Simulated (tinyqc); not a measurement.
Worked calculation: band gaps under pressure and temperature from deformation potentials. Values are carried at full precision from step to step, so a last printed digit may differ when a step is redone from the rounded ones.

Murnaghan: V/V0 = (1 + Bp P/B0)^(-1/Bp), B0 = (C11 + 2 C12)/3. Each gap moves by a ln(V/V0) with its volume potential a, and falls with temperature by aV T^2/(T + bV) (Varshni); the two effects are added. No change of phase is considered.

Inputs chosen for the exercise (near those of AlAs, the X and L potentials typical of such crystals; the results hold for these values, not for the real material): C11 = 126.4 GPa; C12 = 53.6 GPa; Bp = 4.21 (pressure derivative of the bulk modulus); P = 5.1 GPa (pressure); Eg = 3.15 eV (gap at Gamma to the s-like level at 0 K, 0 GPa); EgX = 2.268 eV (gap to X at 0 K, 0 GPa); EgL = 2.474 eV (gap to L at 0 K, 0 GPa); aG = -8.19 eV (volume potential of the Gamma gap); aX = 1.29 eV (volume potential of the X gap); aL = -3.56 eV (volume potential of the L gap); aV = (0.85, 0.728, 0.63) meV/K (Varshni alpha of Gamma, X, L); bV = (509, 539, 192) K (Varshni beta of Gamma, X, L); T = 300 K (temperature); aT = 5.1 1e-6/K (linear thermal expansion near 300 K).

## Volume under pressure

Give B0, V/V0, ln(V/V0), the change of the lattice constant and the linear estimate -P/B0.

B0 = 77.87 GPa
V/V0 = 0.94380
ln(V/V0) = -0.05784
change of a = -1.910 %
-P/B0 = -0.06550

The stiffening under pressure makes the compression 11.7 % smaller than the linear estimate.

## Gaps at P and T

Give both shifts and the gaps.

pressure shifts (eV): Gamma 0.4737, X -0.0746, L 0.2059

temperature shifts (eV): Gamma -0.0946, X -0.0781, L -0.1152

gaps (eV): Gamma 3.5292, X 2.1153, L 2.5647

The lowest valley is X (indirect gap), 449 meV below L; at 0 K and 0 GPa it is X.

## Pressure coefficients

Expand in P: E = E0 + c1 P + c2 P^2 with c1 = -a/B0 and c2 = a Bp/(2 B0^2).

c1 (meV/GPa): Gamma 105.18, X -16.57, L 45.72

c2 (meV/GPa^2): Gamma -2.843, X 0.448, L -1.236

Gamma and L rise under pressure and X falls, as the signs of the volume potentials say.

## Pressures at which the valleys cross

Two gaps meet at ln(V/V0) = -(E_i - E_j)/(a_i - a_j), with the gaps at T and P = 0; then P = (B0/Bp)(exp(-Bp ln(V/V0)) - 1). A dash marks expansion or a compression beyond ln(V/V0) = -0.3.

Crossings:
```
pair     E_i - E_j (eV)  ln(V/V0)  P (GPa)
Gamma-X          0.8655    0.0913        -
Gamma-L          0.6967    0.1505        -
L-X              0.1688    0.0348        -
```

The lowest valley stays X down to ln(V/V0) = -0.3, far beyond the phase change of the real crystal near 12 GPa.

## How much of dE/dT is thermal expansion

At 300 K: dE/dT = -aV T (T + 2 bV)/(T + bV)^2; expansion alone gives 3 aT a; the rest is electron-phonon coupling.

dE/dT (meV/K): Gamma -0.5135, X -0.4275, L -0.5341

from expansion (meV/K): Gamma -0.1253, X 0.0197, L -0.0545

remainder (meV/K): Gamma -0.3882, X -0.4473, L -0.4796

Expansion supplies 24 % of the slope at Gamma and 10 % at L; at X it works against the fall.

## Checks

- Slope of the Gamma gap at P = 0 by finite differences against c1 (meV/GPa): both 105.18.

Run: tinyqc, `OMP_NUM_THREADS=1 python tinyqc.py 1051246 1051247 out.jsonl`; Intel(R) Xeon(R) Processor @ 2.30GHz, one thread, shared host; about 0.01 s of CPU time with all checks.
